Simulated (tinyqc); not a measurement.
From one set of inputs to another, one input at a time: phonon transmission through an interface between two chains by Green functions. Computed by tinyqc, a small Python program. Command: `OMP_NUM_THREADS=1 python tinyqc.py 3029855 3029856 out.jsonl agf ladder`. One thread of a shared host (Intel(R) Xeon(R) Processor @ 2.30GHz), about 0.04 s of CPU time with the checks.

Two semi-infinite chains (masses m_1, m_2; springs k_1, k_2), motion along the chain. The central region holds the end atom of each chain and one interlayer atom of mass m_b, joined by springs k_b. lambda = omega^2 in eV/(angstrom^2 u); nu = 15.6333042 THz x sqrt(lambda).

The inputs printed are set A. Inputs not listed in the table keep their values of set A, so the rows need not describe a real material.

Inputs (values chosen for the exercise, for two model chains): mass m_1 = 38.9 u; spring k_1 = 8.59 eV/angstrom^2; mass m_2 = 181 u; spring k_2 = 7.43 eV/angstrom^2; junction spring k_b = 4.25 eV/angstrom^2; interlayer mass m_b = 58.1 u; probe frequency / lower band top = 0.26; temperature T = 50 K.

Atoms in the interlayer: one.

Constants: nu for 1 eV/(angstrom^2 u) = 15.6333042 THz; h x 1 THz = 4.135667696 meV; k_B = 8.617333262e-05 eV/K; k_B = 1.380649e-23 J/K; h = 6.62607015e-34 J s.

Method:
- nu_max = 15.6333042 THz x 2 sqrt(k/m); impedance Z = sqrt(k m); long-wave transmission 4 Z_1 Z_2/(Z_1 + Z_2)^2; the probe frequency is the given share of the lower band top.
- In chain i, sin(q_i a/2) = nu/nu_max,i. An outgoing wave makes the next atom move as exp(i q_i a) times the end atom, so the lead adds the self-energy Sigma_i = -k_i exp(i q_i a) to the force-constant matrix; Gamma_i = -2 Im Sigma_i = 2 k_i sin(q_i a).
- A = lambda M - K - Sigma over the central atoms, with K_ii the sum of the springs at i, K_(i,i+1) = -k_b; G = inverse of A; transmission = Gamma_1 Gamma_2 |G_(first,last)|^2.
- Landauer conductance G = k_B int tau(nu) x^2 e^x/(e^x - 1)^2 d nu, x = h nu/(k_B T), from 0 to the lower band top (240 Gauss-Legendre points in s from 0 to 1, nu = nu_top sin(pi s/2)); tau is the transmission, and its thermal mean is G over the value for tau = 1 in the same window; the quantum is g_0 = pi^2 k_B^2 T/(3 h).

Each row keeps all changes above it:
```
input moved                          from    to  conductance G (pW/K)  long-wave transmission  transmission
set A                                   -     -                36.287                 0.88798       0.81654
mass m_2 (u)                          181  30.3                45.784                 0.99032       0.99114
interlayer mass m_b (u)              58.1  56.5                45.803                 0.99032       0.98763
mass m_1 (u)                         38.9  40.6                45.704                 0.98812       0.98367
spring k_2 (eV/angstrom^2)           7.43  2.33                41.499                 0.85607       0.92326
junction spring k_b (eV/angstrom^2)  4.25   1.9                38.425                 0.85607       0.93136
spring k_1 (eV/angstrom^2)           8.59  2.46                43.299                 0.99252       0.99358
```

Where does the difference come from?

Conductance G goes from 36.3 to 43.3, a factor 1.19 in all. The largest single move comes from mass m_2 (a factor 1.26), and spring k_2 works against it (a factor 0.908). Long-wave transmission goes from 0.888 to 0.993, a factor 1.12 in all. The largest single move comes from spring k_1 (a factor 1.16), and spring k_2 works against it (a factor 0.866). Transmission goes from 0.817 to 0.994, a factor 1.22 in all. The largest single move comes from mass m_2 (a factor 1.21), and spring k_2 works against it (a factor 0.939). The single moves hold for this order of the switches; the total does not depend on the order.

Extremes, crossings and ranges named in words are read from the listed rows.
